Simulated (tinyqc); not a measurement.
Phonon-assisted absorption at an indirect gap, step by step. Values are carried at full precision from step to step, so a last printed digit may differ when a step is redone from the rounded ones.

alpha(E) = sum_j A_j [N_j (E - Eg + w_j)^2 + (N_j + 1)(E - Eg - w_j)^2], each bracket counted only where its base is positive; N_j = 1/(exp(w_j/kB T) - 1). The first term absorbs a phonon and the second emits one; excitons and direct transitions are left out.

Constants: kB = 8.617333262e-05 eV/K.

Values chosen for the exercise (loosely those of Si at room temperature; Eg is not tied to T; the results hold for these values, not for the real material): Eg = 1.131 eV (indirect gap, held fixed unless listed); w = (55.8, 17.4) meV (two zone-edge phonons); A = (3900, 790) 1/(cm eV^2) (their strengths); T = 200 K; E = 1.49 eV (photon energy); nr = 3.57 (refractive index); d = 3.7 micrometre (thickness); xj = 0.071 micrometre (dead layer at the surface); W = 3.4 micrometre (depleted width); L = 12 micrometre (minority diffusion length below it).

## The four branches at one energy

Evaluate the occupations and each term.

N_j: 0.04086  0.5732

terms with phonon absorption (1/cm): 27.42  64.16

terms with phonon emission (1/cm): 373.2  145.0

alpha = 609.8 1/cm
wavelength hc/E (hc = 1239.841984 eV nm) = 832.1 nm

Phonon absorption supplies 15.0 % of alpha; the depth 1/alpha is 16.4 micrometre.

## What a slab does with it

Slab of thickness d in air, incoherent passes: R = ((nr - 1)/(nr + 1))^2, x = exp(-alpha d); transmitted Tr = (1 - R)^2 x/(1 - R^2 x^2), reflected Rt = R + (1 - R)^2 R x^2/(1 - R^2 x^2), absorbed Ab = (1 - R)(1 - x)/(1 - R x).

d in cm is 1e-4 times the value in micrometres.

R = 0.3163
x = 0.7980
Tr = 0.3985
Rt = 0.4168
Ab = 0.1847

A single pass would absorb (1 - R)(1 - x) = 0.1381; the back face adds 0.0466.

## Quantum efficiency of a diode

Photodiode (Gaertner form with a dead layer): QE = (1 - R) exp(-alpha xj) [1 - exp(-alpha W)/(1 + alpha L)], R = ((nr - 1)/(nr + 1))^2; responsivity = QE/E in A/W for E in eV.

Evaluate the factors; 1 micrometre = 1e-4 cm.

passes the dead layer = 0.9957
collected share = 0.5307
QE = 0.3613
responsivity = 0.2425 A/W

Without diffusion from below the collected share would be 0.1872.

## Checks

- Tr + Rt + Ab against 1: both 1.000000.

tinyqc: `OMP_NUM_THREADS=1 python tinyqc.py 1682211 1682212 out.jsonl`; about 0.01 s, one thread, shared Intel(R) Xeon(R) Processor @ 2.30GHz.
